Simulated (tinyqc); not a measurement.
From results back to parameters: standing waves and exposure in a photoresist film. Three cases, with inputs chosen for the exercise.

Problem. Bleaching of a resist on an index-matched plate: T(0) = T12 exp(-(A + B) d), T(end) = T12 exp(-B d), T12 = 1 - ((n1 - 1)/(n1 + 1))^2, and the first slope dT/dD = T(0) C A T12 (1 - exp(-(A + B) d))/(A + B). Here d = dT and D is the dose; A, B and C are hidden.

Case 1.

Values chosen (out of a larger set: a resist on polySi, indices near tabulated ones; not measured data): n1 = 1.698 (resist index); dT = 0.237 micrometre (resist thickness on an index-matched plate).

T(0) = 0.784832
T(end) = 0.799854
dT/dD = 0.00022950 cm^2/mJ

Case 2.

Values chosen (out of a larger set: a resist on W, indices near tabulated ones; not measured data): n1 = 1.727 (resist index); dT = 0.64 micrometre (resist thickness on an index-matched plate).

T(0) = 0.612795
T(end) = 0.865780
dT/dD = 0.0062767 cm^2/mJ

Case 3.

Values chosen (out of a larger set: a resist on Si, indices near tabulated ones; not measured data): n1 = 1.681 (resist index); dT = 1.148 micrometre (resist thickness on an index-matched plate).

T(0) = 0.509087
T(end) = 0.883295
dT/dD = 0.0047182 cm^2/mJ

Find: A; B; C.

Solution. A = ln(T(end)/T(0))/d, B = ln(T12/T(end))/d, and the slope then gives C.

Case 1.

A = 0.08 1/micrometre
B = 0.65 1/micrometre
C = 0.018 cm^2/mJ

Case 2.

A = 0.54 1/micrometre
B = 0.11 1/micrometre
C = 0.039 cm^2/mJ

Case 3.

A = 0.48 1/micrometre
B = 0.05 1/micrometre
C = 0.024 cm^2/mJ

Computed by tinyqc, one run a case: `OMP_NUM_THREADS=1 python tinyqc.py N N+1 out.jsonl` with N = 1652073, 1652087, 1652121; one thread of a shared Intel(R) Xeon(R) Processor @ 2.30GHz, about 0.01 s a run at most.
